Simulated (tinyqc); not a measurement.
Inside a calculation. Method: UHF in the 6-31g basis, for H2, spin multiplicity 1. Computed by tinyqc, a small Python program that keeps every step (integrals from PySCF). Settings: charge = 0, multiplicity = 1, basis = 6-31g, energy threshold = 1e-10, iteration cap = 62, orthogonalisation = canonical, start = core, DIIS depth = 0, method = UHF, break = 0.7. Command: `OMP_NUM_THREADS=1 python tinyqc.py 28809 28810 out.jsonl` (the two numbers bound the seeds that draw the settings). One thread of a shared host (Intel(R) Xeon(R) Processor @ 2.60GHz), about 0.09 s of CPU time with the checks.

Geometry (angstrom):
```
atom       x       y       z
H     0.0000  0.0000  0.0000
H     0.0000  0.0000  1.1880
```

Stop when the energy changes by less than 1e-10 hartree and every element of the error matrix X^T (F D S - S D F) X (for each spin) is below 3e-06.

Course of the cycle:
```
iteration  E (hartree)     change  largest element of the error matrix
1            -0.945924          -                             1.26e-01
2            -1.017519  -7.16e-02                             6.95e-02
3            -1.038074  -2.06e-02                             4.38e-02
4            -1.046371  -8.30e-03                             3.03e-02
5            -1.050461  -4.09e-03                             2.24e-02
6            -1.052756  -2.29e-03                             1.73e-02
7            -1.054165  -1.41e-03                             1.39e-02
8            -1.055089  -9.24e-04                             1.14e-02
9            -1.055727  -6.38e-04                             9.63e-03
10           -1.056185  -4.58e-04                             8.24e-03
11           -1.056524  -3.40e-04                             7.16e-03
12           -1.056783  -2.59e-04                             6.30e-03
13           -1.056985  -2.02e-04                             5.59e-03
14           -1.057145  -1.60e-04                             5.01e-03
...                ...        ...                                  ...
49           -1.058072  -3.57e-06                             7.84e-04
50           -1.058076  -3.36e-06                             7.61e-04
51           -1.058079  -3.17e-06                             7.39e-04
52           -1.058082  -3.00e-06                             7.18e-04
53           -1.058085  -2.83e-06                             6.99e-04
54           -1.058087  -2.68e-06                             6.80e-04
55           -1.058090  -2.54e-06                             6.62e-04
56           -1.058092  -2.41e-06                             6.45e-04
57           -1.058094  -2.29e-06                             6.29e-04
58           -1.058097  -2.17e-06                             6.13e-04
59           -1.058099  -2.07e-06                             5.98e-04
60           -1.058101  -1.97e-06                             5.83e-04
61           -1.058103  -1.87e-06                             5.70e-04
62           -1.058104  -1.79e-06                             5.56e-04
```

Can the last value be used, and what does the course show?

Not by the stop rule, although the second column moves by less than 1e-05 over the last three steps. Not converged within the cap of 62 iterations: the residual falls steadily but slowly, by a factor of about 0.97 a step. Reruns (cap 100 unless said): DIIS 8: converged in 14; damping 0.5: not converged; level shift 0.5: not converged; atomic densities as start, DIIS 8: converged in 5; the original settings with a cap of 400: not converged. PySCF UHF in the same basis, after a stability check = -1.058162 hartree.
